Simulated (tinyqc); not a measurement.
Double-gate transistor below threshold, two-dimensional Poisson equation on a small mesh: one step of the calculation.

Half of a symmetric double-gate structure: row 0 is the mid-plane of the body, where the normal field vanishes. Mobile charge is neglected (subthreshold), the body is fully depleted, and potentials are counted from the intrinsic level; rows run upward to the gate, columns from source to drain.

Task. Coefficients of the five-point equations. Mesh: rows i = 0..1 in the semiconductor (step hs = tb/1, row 1 on the interface), then 1 step(s) ho = tox/1 up to the gate row 2; columns j = 0..4 (step hy = L/4). Box integration, divided by eps0: up_i = eps hy/h of the interval above row i, dn_i = that of the interval below (0 for row 0), lat_i = (sum of eps h/2 over the intervals above and below)/hy, s_i = -q Na w_i hy/eps0 with w_i the semiconductor height of the box (hs/2 for row 0 and the interface row, hs between, 0 in the insulator). Each free node obeys (up + dn + 2 lat) psi = up psi(above) + dn psi(below) + lat [psi(left) + psi(right)] + s.

Parameters, values chosen for the exercise; semiconductor permittivity close to that of In0.53Ga0.47As:
```
symbol,value,unit,meaning
eps_r,13.8,,relative permittivity of the semiconductor
eox,3.9,,relative permittivity of the insulator
tb,5,nm,half the body thickness
tox,1.2,nm,insulator thickness
L,25,nm,channel length
Na,0,cm^-3,acceptor density of the depleted body
```

Constants: q = 1.602176634e-19 C, eps0 = 8.8541878128e-14 F/cm where lengths are in cm. Results are converted to the units shown.

Give: up; dn; lat; s.

Result.

up, row 0 to 1: [17.25, 20.31]
dn, row 0 to 1: [0, 17.25]
lat, row 0 to 1: [5.520, 5.894]
s, row 0 to 1 (V): [0, 0]

Computed by the program tinyqc: `OMP_NUM_THREADS=1 python tinyqc.py 2480152 2480153 out.jsonl`, one thread of a shared Intel Xeon 2.30GHz, about 0.1 s for the whole run.
